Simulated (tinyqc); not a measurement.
From results back to parameters: cyclotron resonance of ellipsoidal valleys, Si type. Five cases, with inputs chosen for the exercise.

Problem. The cyclotron masses of the valleys [100] and [001] at this angle were computed from hidden ml and mt.

Valleys along [100], [010], [001] (each with its opposite partner), mass ml along the axis and mt across it. B lies in the (1-10) plane, b = (sin(theta)/sqrt2, sin(theta)/sqrt2, cos(theta)). For the angle phi between B and the axis, 1/mc^2 = cos^2(phi)/mt^2 + sin^2(phi)/(mt ml). Resonance: h nu = 2 muB B/mc, h = 2 pi hbar.

Case 1.

Values chosen (out of a larger set: near those of Si; not measured data): theta = 44 degrees (angle of B from [001] towards [110]).

mc of [100] = 0.302270 m0
mc of [001] = 0.241466 m0

Case 2.

Values chosen (out of a larger set: near those of Si; not measured data): theta = 32 degrees (angle of B from [001] towards [110]).

mc of [100] = 0.349216 m0
mc of [001] = 0.224430 m0

Case 3.

Values chosen (out of a larger set: near those of Si; not measured data): theta = 81 degrees (angle of B from [001] towards [110]).

mc of [100] = 0.242225 m0
mc of [001] = 0.389414 m0

Case 4.

Values chosen (out of a larger set: near those of Si; not measured data): theta = 76 degrees (angle of B from [001] towards [110]).

mc of [100] = 0.238988 m0
mc of [001] = 0.361980 m0

Case 5.

Values chosen (out of a larger set: near those of Si; not measured data): theta = 85 degrees (angle of B from [001] towards [110]).

mc of [100] = 0.252047 m0
mc of [001] = 0.416602 m0

Find: X = 1/mt^2; Y = 1/(mt ml); mt; ml.

Solution.

Case 1.

X = 1/mt^2 = 27.99
Y = 1/(mt ml) = 5.523
mt = 0.189 m0
ml = 0.96 m0

With cos^2(phi) = 0.2413 and 0.5174, the two values of 1/mc^2 are linear equations for X and Y; mt = 1/sqrt(X), ml = sqrt(X)/Y.

Case 2.

X = 1/mt^2 = 25.51
Y = 1/(mt ml) = 5.373
mt = 0.198 m0
ml = 0.94 m0

With cos^2(phi) = 0.1404 and 0.7192, the two values of 1/mc^2 are linear equations for X and Y; mt = 1/sqrt(X), ml = sqrt(X)/Y.

Case 3.

X = 1/mt^2 = 28.60
Y = 1/(mt ml) = 6.042
mt = 0.187 m0
ml = 0.89 m0

With cos^2(phi) = 0.4878 and 0.0245, the two values of 1/mc^2 are linear equations for X and Y; mt = 1/sqrt(X), ml = sqrt(X)/Y.

Case 4.

X = 1/mt^2 = 30.19
Y = 1/(mt ml) = 6.230
mt = 0.182 m0
ml = 0.88 m0

With cos^2(phi) = 0.4707 and 0.0585, the two values of 1/mc^2 are linear equations for X and Y; mt = 1/sqrt(X), ml = sqrt(X)/Y.

Case 5.

X = 1/mt^2 = 26.03
Y = 1/(mt ml) = 5.607
mt = 0.196 m0
ml = 0.91 m0

With cos^2(phi) = 0.4962 and 0.0076, the two values of 1/mc^2 are linear equations for X and Y; mt = 1/sqrt(X), ml = sqrt(X)/Y.

Computed by tinyqc, one run a case: `OMP_NUM_THREADS=1 python tinyqc.py N N+1 out.jsonl` with N = 1252184, 1252280, 1252563, 1252591, 1252646; one thread of a shared Intel(R) Xeon(R) Processor @ 2.30GHz, about 0.01 s a run at most.
